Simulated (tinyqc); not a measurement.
Sp3 tight binding, zinc-blende lattice, step by step. Computed by tinyqc, a small Python program that keeps every step. Command: `OMP_NUM_THREADS=1 python tinyqc.py 30769 30770 out.jsonl` (the two numbers bound the seeds that draw the settings). One thread of a shared host (Intel(R) Xeon(R) Processor @ 2.60GHz), about 0.01 s of CPU time with the checks.

## Bloch Hamiltonian at k

Parameters chosen for this model: zinc-blende lattice, anion at 0, cation at a/4 (1,1,1); V = eta hbar^2 / (m d^2), hbar^2/m = 7.619964 eV angstrom^2:

| parameter | value | unit |
|---|---|---|
| a | 6.380000 | angstrom |
| d | 2.762621 | angstrom |
| Es anion | -11.980000 | eV |
| Ep anion | -7.400000 | eV |
| Es cation | -11.980000 | eV |
| Ep cation | -7.400000 | eV |
| eta ss | -1.400000 |  |
| eta sp | 1.840000 |  |
| eta pp sigma | 3.240000 |  |
| eta pp pi | -0.810000 |  |
| V ss | -1.397778 | eV |
| V sp | 1.837080 | eV |
| V pp sigma | 3.234859 | eV |
| V pp pi | -0.808715 | eV |

k point k (2 pi / a): -0.730000  0.700000  -0.030000

Slater-Koster rules over the four bonds with direction cosines (l, m, n): ss V_ss; s-px l V_sp; px-s -l V_sp; px-px l^2 V_pps + (1 - l^2) V_ppp; px-py l m (V_pps - V_ppp); each times exp(i k.d).

H(k) at k (eV):
```
                      a s                 a px                a py                 a pz
a s            -11.980000             0.000000            0.000000             0.000000
a px             0.000000            -7.400000            0.000000             0.000000
a py             0.000000             0.000000           -7.400000             0.000000
a pz             0.000000             0.000000            0.000000            -7.400000
c s   -1.043392-0.213880i  -0.073278-1.753487i  0.082692+1.553857i  -3.441411-0.037337i
c px   0.073278+1.753487i   0.402451+0.082497i  4.373339+0.047448i  -0.105085-1.974638i
c py  -0.082692-1.553857i   4.373339+0.047448i  0.402451+0.082497i   0.093122+2.228327i
c pz   3.441411+0.037337i  -0.105085-1.974638i  0.093122+2.228327i   0.402451+0.082497i

                      c s                 c px                 c py                 c pz
a s   -1.043392+0.213880i   0.073278-1.753487i  -0.082692+1.553857i   3.441411-0.037337i
a px  -0.073278+1.753487i   0.402451-0.082497i   4.373339-0.047448i  -0.105085+1.974638i
a py   0.082692-1.553857i   4.373339-0.047448i   0.402451-0.082497i   0.093122-2.228327i
a pz  -3.441411+0.037337i  -0.105085+1.974638i   0.093122-2.228327i   0.402451-0.082497i
c s            -11.980000             0.000000             0.000000             0.000000
c px             0.000000            -7.400000             0.000000             0.000000
c py             0.000000             0.000000            -7.400000             0.000000
c pz             0.000000             0.000000             0.000000            -7.400000
```

## Levels at k

Diagonalise the Hermitian matrix.

eigenvalues (eV): -15.032103  -14.116752  -12.998499  -12.184799  -5.514586  -4.173401  -2.614465  -1.725395

weights |c|^2 of the basis functions:
```
        band 1    band 2    band 3    band 4    band 5    band 6    band 7    band 8
a s   0.401967  0.311021  0.011989  0.000060  0.183681  0.089863  0.000027  0.001394
a px  0.030285  0.030310  0.161314  0.245717  0.035571  0.065150  0.239802  0.191852
a py  0.025537  0.027144  0.170302  0.253712  0.024466  0.041684  0.258908  0.198248
a pz  0.042212  0.131526  0.156395  0.000512  0.256282  0.303304  0.001264  0.108506
c s   0.401967  0.311021  0.011989  0.000060  0.183681  0.089863  0.000027  0.001394
c px  0.030285  0.030310  0.161314  0.245717  0.035571  0.065150  0.239802  0.191852
c py  0.025537  0.027144  0.170302  0.253712  0.024466  0.041684  0.258908  0.198248
c pz  0.042212  0.131526  0.156395  0.000512  0.256282  0.303304  0.001264  0.108506
```

## Bloch Hamiltonian at X

k point X (2 pi / a): 1  0  0

As before.

H(k) at X (eV):
```
                     a s                a px                a py                a pz
a s           -11.980000            0.000000            0.000000            0.000000
a px            0.000000           -7.400000            0.000000            0.000000
a py            0.000000            0.000000           -7.400000            0.000000
a pz            0.000000            0.000000            0.000000           -7.400000
c s             0.000000  0.000000+4.242555i            0.000000            0.000000
c px  0.000000-4.242555i            0.000000            0.000000            0.000000
c py            0.000000            0.000000            0.000000  0.000000-5.391431i
c pz            0.000000            0.000000  0.000000-5.391431i            0.000000

                     c s                c px                c py                c pz
a s             0.000000  0.000000+4.242555i            0.000000            0.000000
a px  0.000000-4.242555i            0.000000            0.000000            0.000000
a py            0.000000            0.000000            0.000000  0.000000+5.391431i
a pz            0.000000            0.000000  0.000000+5.391431i            0.000000
c s           -11.980000            0.000000            0.000000            0.000000
c px            0.000000           -7.400000            0.000000            0.000000
c py            0.000000            0.000000           -7.400000            0.000000
c pz            0.000000            0.000000            0.000000           -7.400000
```

## Levels at X

As before.

eigenvalues (eV): -14.511138  -14.511138  -12.791431  -12.791431  -4.868862  -4.868862  -2.008569  -2.008569

## Bands along a path

The same steps at evenly spaced points between the labelled ones.

Bands along the path (eV):

| k | band 1 | band 2 | band 3 | band 4 | band 5 | band 6 | band 7 | band 8 |
|---|---|---|---|---|---|---|---|---|
| L | -15.834531 | -14.334413 | -11.174002 | -11.174002 | -6.563175 | -3.625998 | -3.625998 | -2.027881 |
| L-G 0.20 | -16.190020 | -13.796988 | -11.050631 | -11.050631 | -6.519062 | -3.749369 | -3.749369 | -2.253930 |
| L-G 0.40 | -16.738696 | -12.713722 | -10.705909 | -10.705909 | -6.408903 | -4.094091 | -4.094091 | -2.898679 |
| L-G 0.60 | -17.186973 | -11.430715 | -10.222208 | -10.222208 | -6.294525 | -4.577792 | -4.577792 | -3.847787 |
| L-G 0.80 | -17.472973 | -10.184291 | -9.759404 | -9.759404 | -6.281746 | -5.040596 | -5.040596 | -4.820991 |
| G | -17.571114 | -9.556572 | -9.556572 | -9.556572 | -6.388886 | -5.243428 | -5.243428 | -5.243428 |
| G-X 0.20 | -17.439623 | -10.042422 | -10.042422 | -9.970595 | -6.142962 | -5.206820 | -4.757578 | -4.757578 |
| G-X 0.40 | -17.049094 | -11.017537 | -11.017537 | -10.933367 | -5.668031 | -5.109508 | -3.782463 | -3.782463 |
| G-X 0.60 | -16.412359 | -12.112937 | -11.942219 | -11.942219 | -5.248290 | -4.986414 | -2.857781 | -2.857781 |
| G-X 0.80 | -15.553605 | -13.339641 | -12.570681 | -12.570681 | -4.979028 | -4.887726 | -2.229319 | -2.229319 |
| X | -14.511138 | -14.511138 | -12.791431 | -12.791431 | -4.868862 | -4.868862 | -2.008569 | -2.008569 |
| X-W 0.20 | -14.511138 | -14.511138 | -12.791431 | -12.791431 | -4.868862 | -4.868862 | -2.008569 | -2.008569 |
| X-W 0.40 | -14.511138 | -14.511138 | -12.791431 | -12.791431 | -4.868862 | -4.868862 | -2.008569 | -2.008569 |
| X-W 0.60 | -14.511138 | -14.511138 | -12.791431 | -12.791431 | -4.868862 | -4.868862 | -2.008569 | -2.008569 |
| X-W 0.80 | -14.511138 | -14.511138 | -12.791431 | -12.791431 | -4.868862 | -4.868862 | -2.008569 | -2.008569 |
| W | -14.511138 | -14.511138 | -12.791431 | -12.791431 | -4.868862 | -4.868862 | -2.008569 | -2.008569 |

With 4 band(s) filled, the highest filled level on these points lies at G and the lowest empty one at L: a gap of 2.9934 eV, indirect.
